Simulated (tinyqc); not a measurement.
# Worked calculation: threshold of a short bulk MOSFET: charge sharing, barrier lowering, narrow width

Computed by the program tinyqc: `OMP_NUM_THREADS=1 python tinyqc.py 2002074 2002075 out.jsonl`, one thread of a shared Intel Xeon 2.30GHz, about 0.01 s for the whole run. Printed values are rounded.

n-channel device on a p-type body, depletion approximation, full ionisation. Uniform doping N = Na. Vbi from Boltzmann statistics is rough for the degenerate source. Cox = eps0 eox/tox.

Parameters, values chosen for the exercise; band and dielectric values close to those of silicon:
```
symbol,value,unit,meaning
T,300,K,temperature
Eg,1.12,eV,band gap
eps_r,11.5,,relative permittivity
Nc,2.81e19,cm^-3,conduction-band density of states at T
Nv,2.65e19,cm^-3,valence-band density of states at T
eox,3.9,,relative permittivity of the gate insulator (close to silicon dioxide)
tox,3.7,nm,insulator thickness
Na,5.9e17,cm^-3,channel doping
Nsd,1e20,cm^-3,source and drain doping
Vfb,-0.98,V,flat-band voltage for the doping Na
xj,30,nm,junction depth
Vbs,-1,V,body-source voltage
Vds,0.5,V,drain-source voltage
W,260,nm,gate width
xw,1.5708,,shape factor of the fringing depletion at the width edges
L,270,nm,channel length
```

Constants: q = 1.602176634e-19 C, kB = 1.380649e-23 J/K, Vt = kB T/q, eps0 = 8.8541878128e-14 F/cm where lengths are in cm. Results are converted to the units shown.

## Long-channel threshold and scales

ni = sqrt(Nc Nv) exp(-Eg/(2 Vt)), Eg in volts; 2 pB = 2 Vt ln(N/ni); flat band Vfb - Vt ln(N/Na); Wd = sqrt(2 eps0 eps_r (2 pB - Vbs)/(q N)); body term q N Wd/Cox; long-channel VT0 = flat band + 2 pB + body term; Vbi = Vt ln(N Nsd/ni^2); scale length l = sqrt((eps_r/eox) tox Wd).

N = 5.9e17 cm^-3
2 pB = 0.921762 V
flat band = -0.98 V
Wd = 64.3438 nm
body term = 0.651715 V
VT0 = 0.593477 V
Vbi = 1.05446 V
l = 26.4954 nm

## Short-channel and narrow-width shifts

Charge sharing (trapezoid; it ignores Vds): F = (xj/L)(sqrt(1 + 2 Wd/xj) - 1), lowering = body term times F. Barrier lowering: th = exp(-L/(2 l)) + 2 exp(-L/l), lowering = th [2 (Vbi - 2 pB) + Vds], DIBL = th. Narrow width: rise = body term times xw Wd/W. VT by each model = VT0 - lowering + rise.

F = 0.144435
lowering by charge sharing = 94.1301 mV
th = 0.00620102
lowering of the barrier = 4.74618 mV
DIBL = 6.20102 mV/V
narrow-width rise = 253.345 mV
VT, charge sharing = 0.752692 V
VT, barrier lowering = 0.842076 V

L is 10.2 scale lengths. The charge-sharing lowering is 19.8 times the barrier lowering; the first falls off as 1/L and the second exponentially. Both describe the same loss of gate control, so they are alternatives and are not added.
